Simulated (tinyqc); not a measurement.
Which input was changed? Model: time-dependent dielectric breakdown: cell percolation, Weibull statistics, area scaling and voltage extrapolation. Computed by tinyqc, a small Python program. Command: `OMP_NUM_THREADS=1 python tinyqc.py 3027566 3027567 out.jsonl tddb which`. One thread of a shared host (Intel(R) Xeon(R) Processor @ 2.30GHz), about 0.04 s of CPU time with the checks.

The oxide is divided into columns of area a^2, each holding m = t_ox/a cells (m is taken as continuous). A share lambda(t) = (t/t_1)^alpha of the cells is defective, and a column whose cells are all defective breaks down.

Inputs (values chosen for the exercise, for a model gate oxide):

| quantity | value | unit |
|---|---|---|
| oxide thickness t_ox | 4.3 | nm |
| defect cell size a | 1.1 | nm |
| exponent alpha of defect growth | 0.54 | - |
| time t_1 at which the occupied share would reach 1 | 16000 | s |
| test area A | 0.02 | um^2 |
| product area A_u | 5e+06 | um^2 |
| stress voltage V | 5.75 | V |
| use voltage V_u | 2.8 | V |
| local exponent n = -d ln t/d ln V at the stress voltage | 42 | - |
| activation energy E_a | 0.86 | eV |
| stress temperature T | 105 | C |
| use temperature T_u | 100 | C |
| allowed failure fraction F | 0.0001 | - |

Voltage law used: E.

Constants: k_B = 8.617333262e-05 eV/K.

Method:
- Failure fraction F = 1 - (1 - lambda^m)^N with N = A/a^2 columns, which for small lambda^m is 1 - exp(-(t/t63)^beta) with beta = alpha m and t63 = t_1 N^(-1/beta); critical share lambda(t63) = N^(-1/m). 1 um^2 = 1e6 nm^2.
- All three voltage laws share the slope n at the stress voltage. Factor t(V_u)/t(V): E law exp(n (1 - V_u/V)); 1/E law exp(n (V/V_u - 1)); power law (V/V_u)^n.
- Temperatures in kelvin are T(C) + 273.15.
- Temperature factor exp[(E_a/k_B)(1/T_u - 1/T)]; area factor (A/A_u)^(1/beta); percentile factor (-ln(1 - F))^(1/beta); life = t63 x all four; 1 year = 3.15576e7 s.

Problem. One of these inputs alone was changed, within the range given: oxide thickness t_ox (2.15 to 8.6); time t_1 at which the occupied share would reach 1 (8000 to 3.2e+04); product area A_u (2.5e+06 to 1e+07); local exponent n = -d ln t/d ln V at the stress voltage (21 to 84). Which one, and to what value?

Results:

| run | projected life (years) | characteristic life t63 (s) | Weibull slope beta |
|---|---|---|---|
| before | 0.022138 | 160.6249 | 2.110909 |
| after | 5.360654 | 160.6249 | 2.110909 |

Solution.

Each candidate set to reproduce projected life, and what it then gives:

| candidate | range searched | value needed | characteristic life t63 (s) | Weibull slope beta |
|---|---|---|---|---|
| oxide thickness t_ox (nm) | 2.15 to 8.6 | 6.168 | 647.21 | 3.0280 |
| time t_1 at which the occupied share would reach 1 (s) | 8000 to 3.2e+04 | out of reach | - | - |
| product area A_u (um^2) | 2.5e+06 to 1e+07 | out of reach | - | - |
| local exponent n = -d ln t/d ln V at the stress voltage | 21 to 84 | 52.70 | 160.62 | 2.1109 |

Only local exponent n = -d ln t/d ln V at the stress voltage fits every result: it went from 42 to 52.7. The next best candidate, oxide thickness t_ox, misses one result by a factor of 4.0.

Caution: t_1 is an input here; in a real oxide it changes with thickness at fixed voltage. Caution: a voltage factor of more than nine decades rests wholly on the chosen law and cannot be tested.
